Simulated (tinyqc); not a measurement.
Read current of a NAND string, cells in series solved by shooting: one step of the calculation.

Cells in series, numbered from 0 at the source line (0 V) to the bit line, each followed by a gap resistance Rg. A cell with gate Vg, threshold VT, source Vs and drain Vd passes I = 2 nf K Vt^2 [F(Vs) - F(Vd)]/(1 + th max(Vg - VT, 0)), F(V) = ln^2(1 + exp((Vg - VT - nf V)/(2 nf Vt))). The selected cell has Vg = Vr, the others Vg = Vp.

Task. Node voltages for a trial current. For a trial current I start at 0 V and, cell by cell (the selected one is cell 1), solve for the drain: sqrt(F(Vd)) = sqrt(F(Vs) - I/k), k = 2 nf K Vt^2/(1 + th max(Vg - VT, 0)), Vd = [Vg - VT - 2 nf Vt ln(exp(sqrt F) - 1)]/nf, then add I Rg.

Values chosen for this exercise; values of the order met in vertical NAND strings: temperature T = 358 K; gain factor of a cell K = 4.8 uA/V^2; slope factor nf = 2.4; mobility reduction factor th = 0.13 1/V; resistance of the gap between cells Rg = 11 kohm; bit-line voltage Vbl = 0.4 V; pass voltage Vp = 7.3 V; read voltage on the selected word line Vr = 4.36 V.

Constants: q = 1.602176634e-19 C, kB = 1.380649e-23 J/K, Vt = kB T/q. Results are converted to the units shown.

first trial current = 0.37 uA
thresholds from the source end, cell 0 to 4 (V): [4.4, 2.4, -2, 4.4, 4.4]

Wanted: node voltage after each cell and gap, trial 1.

Result.

node voltage after each cell and gap, trial 1, cell 0 to 4 (V): [0.041243, 0.099157, 0.12206, 0.16764, 0.21511]

tinyqc, about 0.3 s, one thread, Intel Xeon 2.30GHz (shared host): `OMP_NUM_THREADS=1 python tinyqc.py 2142161 2142162 out.jsonl`
